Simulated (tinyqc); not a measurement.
Raising U: Hubbard chain of 4 sites, mean field against exact. Computed by the program tinyqc. 

one-body matrix (hopping and site energies) (eV):
```
         1        2        3        4
1   0.0800  -0.9300   0.0000   0.0000
2  -0.9300  -0.4800  -0.9300   0.0000
3   0.0000  -0.9300  -0.0700  -0.9300
4   0.0000   0.0000  -0.9300   0.5200
```

electrons, up and down: 2  2

Collinear unrestricted mean field (the lowest of 40 random starts) against exact diagonalisation.

Exact and mean-field results (eV):
```
U          U/t   E exact  E mean field  mean |n_up - n_down|  double occupancy, exact  first gap in the sector
0.470    0.505  -3.78804      -3.76612                 0.000                    0.236                    1.023
0.930    1.000  -3.37819      -3.29103                 0.000                    0.210                    0.919
1.860    2.000  -2.69149      -2.35239                 0.334                    0.160                    0.746
2.790    3.000  -2.17448      -1.70329                 0.677                    0.119                    0.613
3.720    4.000  -1.79188      -1.30491                 0.812                    0.088                    0.510
5.580    6.000  -1.29220      -0.86960                 0.916                    0.051                    0.374
7.440    8.000  -0.99399      -0.64337                 0.953                    0.032                    0.291
11.160  12.000  -0.66593      -0.41383                 0.979                    0.015                    0.199
18.600  20.000  -0.38618      -0.22875                 0.992                    0.006                    0.121
```

In absolute terms mean field is worst at U/t = 4.0, 0.487 eV too high: at small U it is nearly exact, and at large U it misses only exchange-scale energies. Its local moments set in at U/t = 2.0 of those listed, a broken symmetry that the exact state of a finite cluster with equal spins does not have. Relative to the exact energy its error is 0.6 % at the smallest U, 41 % at most and 41 % at the largest. The double occupancy falls from 0.236 to 0.006.
